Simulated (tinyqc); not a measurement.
# Metal gate on a two-layer dielectric stack with fixed charge and a dipole: flat band against the thickness t1

Gate, layer 2, layer 1, p-type semiconductor; x runs from the gate inwards. Charges are counted in units of +q. psi is the band bending at the surface, positive towards inversion. Classical charge, Boltzmann statistics, no interface traps.

EOT = 3.9 (t1/e1 + t2/e2), Cox = eps0/(t1/e1 + t2/e2); phi_ms = pM - (chi + Eg - Vt ln(Nv/Na)). Vfb = phi_ms + Vd - (q/eps0) [Q1 (t1/e1 + t2/e2) + Q2 t2/e2 + r1 (t1^2/(2 e1) + t1 t2/e2) + r2 t2^2/(2 e2)]: each charge counts with its electrical distance from the gate. ni = sqrt(Nc Nv) exp(-Eg/(2 Vt)), Eg in volts, pB = Vt ln(Na/ni), Vth = Vfb + 2 pB + sqrt(4 q eps0 eps_r Na pB)/Cox.

Values chosen for this exercise; band and dielectric values close to those of silicon, layer 1 close to silicon dioxide, layer 2 close to aluminium oxide:

| symbol | value | unit | meaning |
|---|---|---|---|
| T | 350 | K | temperature |
| Eg | 1.11 | eV | band gap |
| eps_r | 11.7 |  | relative permittivity |
| Nc | 3.48e19 | cm^-3 | conduction-band density of states at T |
| Nv | 3.36e19 | cm^-3 | valence-band density of states at T |
| chi | 4.07 | eV | electron affinity |
| Na | 2e17 | cm^-3 | acceptor density |
| pM | 5.03 | eV | work function of the gate metal |
| e1 | 3.84 |  | relative permittivity of layer 1 |
| t2 | 2 | nm | thickness of layer 2, next to the gate |
| e2 | 8.94 |  | relative permittivity of layer 2 |
| Q1 | 2.4e11 | cm^-2 | fixed charge at the semiconductor interface |
| Q2 | 2.1e12 | cm^-2 | fixed charge between the layers |
| r1 | 8.9e18 | cm^-3 | uniform charge density in layer 1 |
| r2 | 0 | cm^-3 | uniform charge density in layer 2 |
| Vd | 0.08 | V | flat-band shift by a dipole layer between the layers |

Constants: q = 1.602176634e-19 C, kB = 1.380649e-23 J/K, Vt = kB T/q, eps0 = 8.8541878128e-14 F/cm where lengths are in cm. Results are converted to the units shown.

Flat band against the thickness t1:
```
t1 (nm)  EOT (nm)   Vfb (V)  Vth (V)
0.5         1.380  -0.03910   0.8529
1.3         2.193   -0.1072   0.8390
2.1         3.005   -0.2021   0.7983
2.9         3.818   -0.3238   0.7308
3.6         4.529   -0.4524   0.6497
4.4         5.341   -0.6244   0.5319
5.2         6.154   -0.8234   0.3872
6           6.966    -1.049   0.2156
```

Vfb falls from -0.0391 to -1.05 V and Vth falls from 0.853 to 0.216 V. The slope dVfb/dEOT is -83.8 mV/nm between the first two rows and -278 between the last two: the charge inside the growing layer bends the line. A line through the end rows meets EOT = 0 at 0.210 V, against phi_ms + Vd = 0.0845 V; an effective work function read from it is off by 206 mV from pM.

Numbers from tinyqc (`OMP_NUM_THREADS=1 python tinyqc.py 2010042 2010043 out.jsonl`; about 0.01 s on one thread of a shared Intel Xeon 2.30GHz).
